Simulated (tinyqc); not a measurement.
Scattering of inversion-layer electrons by surface optical phonons of the gate insulator (remote phonon scattering): one step, computed by the program tinyqc. Command: `OMP_NUM_THREADS=1 python tinyqc.py 3113952 3113953 out.jsonl sophonon walk`. One thread of a shared host (Intel(R) Xeon(R) Processor @ 2.30GHz), about 0.02 s of CPU time with the checks.

One subband with the Fang-Howard envelope; insulator and channel are half-spaces, the gate is far away, and an interlayer only moves the polar surface away by t (its own modes and its permittivity contrast are left out).

Question. Surface modes and strengths. eps(w) = eps_inf + (eps_0s - eps_i) w1^2/(w1^2 - w^2) + (eps_i - eps_inf) w2^2/(w2^2 - w^2). Surface modes solve eps(w) + eps_s = 0, a quadratic in w^2; the strength of a mode is g = 2/(w d eps/dw). Occupation N = 1/(exp(hbar w/(k_B T)) - 1).

Inputs (values chosen for the exercise, modelled on AlN on In0.53Ga0.47As):

| quantity | value | unit |
|---|---|---|
| static constant of the insulator eps_0s | 9.27 | - |
| intermediate constant eps_i | 7.23 | - |
| optical constant eps_inf | 4.87 | - |
| hbar omega_TO1 | 79.9 | meV |
| hbar omega_TO2 | 88.1 | meV |
| constant of the channel eps_s | 13.9 | - |
| temperature T | 300 | K |

Constants: k_B = 8.617333262e-05 eV/K.

Give: hbar omega_SO; strengths g; occupations N; hbar omega g (2 N + 1).

Answer.

hbar omega_SO (meV): 1 82.09, 2 95.27

strengths g: 1 0.001228, 2 0.008889

occupations N: 1 0.04360, 2 0.02574

hbar omega g (2 N + 1) (meV): 1 0.1096, 2 0.8905

The upper mode has the larger hbar omega g N, the prefactor of absorption before the dependence on q: 0.00439 and 0.0218 meV.
